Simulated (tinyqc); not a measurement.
# Scale length and barrier from the threshold roll-off

Inverse problem. For L well above Lambda the threshold falls by 2 m sqrt(A (A + Vds)) exp(-pi L/(2 Lambda)), A being the height of the source potential over the barrier top; the two values follow this form. Find Lambda and A.

Values chosen for this exercise:
```
symbol  value  unit                   meaning
m           1        long-channel body factor
Vds       0.8     V             drain voltage
```

threshold lowering at L = 62 and 99 nm (mV): 77.429309  11.800133

Answer. The ratio of the two values gives Lambda; the prefactor gives A (A + Vds), a quadratic with one positive root.

Lambda = 30.9 nm
A = 0.590 V

tinyqc, about 0.01 s, one thread, Intel Xeon 2.30GHz (shared host): `OMP_NUM_THREADS=1 python tinyqc.py 2420017 2420018 out.jsonl`
